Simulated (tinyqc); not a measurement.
Minimum-mode following (dimer method) and harmonic rate on a two-dimensional model surface: one step, computed by the program tinyqc.

V(x, y) = h u^2 + t x + (kappa/2)(y + c u)^2 with u = x^2/w^2 - 1; the path runs from the minimum near (-w, 0) to that near (w, 0).

Question. Dimer step 2. Dimer at R with unit axis N = (cos phi, sin phi) and normal T = (-sin phi, cos phi). Gradients g at R +/- delta N and at R +/- delta T give H N and H T by central differences, (g+ - g-)/(2 delta). With C_N = N.H N, C_T = T.H T and b = T.H N, rotate by theta = (1/2) atan2(-2b, C_T - C_N), the angle of least curvature C = (C_N + C_T)/2 - sqrt((C_N - C_T)^2/4 + b^2). Translate along F = -g + 2 (g.N) N if C < 0, else along F = (g.N) N, with the new axis: R(new) = R + eta F, the move limited to 0.2 angstrom.

Inputs (values chosen for the exercise, for a model surface):

| quantity | value | unit |
|---|---|---|
| height h | 1.3 | eV |
| half width w | 1.4 | angstrom |
| transverse stiffness kappa | 3.1 | eV/angstrom^2 |
| curvature c | 0.58 | angstrom |
| tilt t | 0.29 | eV/angstrom |
| half length delta | 0.01 | angstrom |
| step factor eta | 0.046 | angstrom^2/eV |

Surface: curved double well.

R after step 1 (angstrom): -0.5938953  0.4432645

phi after step 1 = 16.67355 degrees

Give: C_N, C_T, b; rotation theta; phi after step 2; least curvature C; gradient g; effective force F; R after step 2.

Answer.

C_N, C_T, b (eV/angstrom^2): -1.167  3.370  0.188

rotation theta = -2.374 degrees

phi after step 2 = 14.30 degrees

least curvature C = -1.175 eV/angstrom^2

gradient g (eV/angstrom): 1.617  -0.100

effective force F (eV/angstrom): 1.372  0.862

R after step 2 (angstrom): -0.5308  0.4829

The curvature is negative, so the force along the axis is inverted.
